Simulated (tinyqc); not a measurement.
# p-n diode, drift-diffusion by the Gummel loop with Scharfetter-Gummel fluxes: effects of single changes

Abrupt junction at x = 0, p side from -Lp, n side to Ln, ohmic contacts. psi is counted from the intrinsic level; n = ni exp((psi - phin)/Vt), p = ni exp((phip - psi)/Vt). Contacts: p side psi = V - Vt ln(Na/ni), p = Na, n = ni^2/Na; n side psi = Vt ln(Nd/ni), n = Nd, p = ni^2/Nd. Constant mobilities, D = mu Vt, Boltzmann statistics, SRH recombination through a mid-gap level, U = (n p - ni^2)/(tp (n + ni) + tn (p + ni)). Current is positive from the p contact to the n contact.

Parameters, values chosen for the exercise; band and dielectric values close to those of cadmium telluride: temperature T = 300 K; band gap Eg = 1.47 eV; relative permittivity eps_r = 10; conduction-band density of states at T Nc = 7.92e17 cm^-3; valence-band density of states at T Nv = 1.82e19 cm^-3; acceptor density of the p side Na = 4.5e17 cm^-3; donor density of the n side Nd = 1.1e16 cm^-3; electron mobility mun = 470 cm^2/(V s); hole mobility mup = 55 cm^2/(V s); SRH lifetime of electrons tn = 1e-7 s; SRH lifetime of holes tp = 6e-9 s; length of the p side Lp = 2.2 um; length of the n side Ln = 1 um; uniform generation rate G = 0 cm^-3 s^-1.

Constants: q = 1.602176634e-19 C, kB = 1.380649e-23 J/K, Vt = kB T/q, eps0 = 8.8541878128e-14 F/cm where lengths are in cm. Results are converted to the units shown.

Each table varies one quantity; the others keep the values above.

## Current against voltage in the dark

ni = sqrt(Nc Nv) exp(-Eg/(2 Vt)), Eg in volts. Poisson and both continuity equations are solved self-consistently with Scharfetter-Gummel fluxes on a graded mesh of 500 nodes. J_scr is q times the integral of U between -xp and xn. Ideal diffusion current J_id = q ni^2 [Dn coth(wp/Le)/(Le Na) + Dp coth(wn/Lh)/(Lh Nd)] (exp(V/Vt) - 1), Le = sqrt(Dn tn), Lh = sqrt(Dp tp), wp = Lp - xp, wn = Ln - xn, with xp and xn from the depletion approximation (W = sqrt(2 eps0 eps_r (Vbi - V)(1/Na + 1/Nd)/q), xp = W Nd/(Na + Nd), xn = W Na/(Na + Nd), Vbi = Vt ln(Na Nd/ni^2)). Ideality factor = 0.004 V/(Vt ln[J(V + 0.004 V)/J(V)]). Here G = 0.

In this table G = 0 cm^-3 s^-1.

Current against voltage in the dark:
columns A: V (V); B: J (A/cm^2); C: ideality factor; D: J_scr/J (%); E: J_id (A/cm^2); F: share recombining at the contacts (%); G: larger minority/doping at -xp and xn
```
A           B     C      D         E        F         G
0.25  1.43e-9  1.92    100  1.73e-14  9.40e-4  5.89e-16
0.36  1.30e-8  1.92    100  1.20e-12  0.00704  4.12e-14
0.48  1.47e-7  1.91   99.9  1.22e-10   0.0627  4.23e-12
0.59  1.39e-6  1.87   99.4   8.46e-9    0.452  2.95e-10
0.7   1.41e-5  1.78   95.9   5.85e-7     3.04   2.04e-8
0.81  1.81e-4  1.51   78.0   4.05e-5     16.0   1.40e-6
0.92  0.00441  1.18   37.9   0.00279     44.4   9.52e-5
1.03    0.204  1.07   10.0     0.193     64.2   0.00616
1.15     12.8  1.23  0.905      19.4     89.5     0.370
```

What does the comparison show?

J rises from 1.43e-9 to 12.8 A/cm^2; the ideality factor moves up and down between 1.07 and 1.92. Recombination in the depleted layer carries over half of the current up to V = 0.81 V, where the factor is 1.51; it grows roughly as exp(V/2 Vt), so diffusion overtakes it. Where the factor is lowest (V = 1.03 V), J is 6.2 % above the ideal diffusion current. From V = 1.15 V on the minority density at an edge of the layer exceeds a tenth of the doping, and in the last row J is 34 % below the ideal value.

## Effect of the hole mobility at fixed bias

Same model as above.

In this table V = 0.68 V.

Effect of the hole mobility at fixed bias:
columns A: mup (cm^2/(V s)); B: J (A/cm^2); C: ideality factor; D: J_scr/J (%); E: J_id (A/cm^2); F: share recombining at the contacts (%); G: larger minority/doping at -xp and xn
```
A          B     C     D        E      F        G
5.5  8.93e-6  1.84  99.2  7.07e-8  0.253  8.70e-9
9.1  8.95e-6  1.84  99.0  8.83e-8  0.367  9.00e-9
15   8.98e-6  1.83  98.7  1.14e-7  0.583  9.20e-9
25   9.03e-6  1.83  98.3  1.54e-7  0.974  9.33e-9
41   9.09e-6  1.82  97.6  2.17e-7   1.61  9.42e-9
67   9.19e-6  1.80  96.6  3.17e-7   2.65  9.47e-9
110  9.35e-6  1.78  94.9  4.82e-7   4.33  9.51e-9
```

As mup rises from 5.5 to 110, J rises from 8.93e-6 to 9.35e-6 A/cm^2, the share of the depleted layer falls from 99.2 to 94.9 % and the share lost at the contacts rises from 0.253 to 4.33 %. The exponent d ln J/d ln mup is 0.01 between the first two rows and 0.04 between the last two. J less J_scr is 1.3 % below J_id in the last row.

tinyqc, about 0.2 s, one thread, Intel Xeon 2.30GHz (shared host): `OMP_NUM_THREADS=1 python tinyqc.py 2240161 2240162 out.jsonl`
